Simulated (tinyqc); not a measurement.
# Circuit elements from the admittance matrix

Problem. Y belongs to a common-source circuit with y11 = i w (Cgs + Cgd), y12 = -i w Cgd, y21 = gm - i w Cgd, y22 = gds + i w (Cgd + Cd) and a resistance Rg in series with the gate; w = 2 pi f. Find Rg, Cgs + Cgd, Cgd, gm, gds and Cd.

Inputs (values chosen for the exercise):
```
symbol  value  unit           meaning
f          10   GHz  signal frequency
```

Y with Rg (mS):

|  | 1 | 2 |
|---|---|---|
| 1 | 0.021743447+2.061511584i | -0.005566131-0.527728858i |
| 2 | 7.035424921-0.601992528i | 0.403006532+2.783597354i |

Answer. 1/Y11 = Rg + 1/(i w (Cgs + Cgd)) gives Rg; removing it from Z11 returns the inner y, whose parts are read off.

Rg = 5.116 ohm
Cgs + Cgd = 32.81 fF
Cgd = 8.400 fF
gm = 7.042 mS
gds = 0.4014 mS
Cd = 35.60 fF

Program tinyqc, `OMP_NUM_THREADS=1 python tinyqc.py 2150133 2150134 out.jsonl`; Intel Xeon 2.30GHz, shared host, one thread, about 0.01 s.
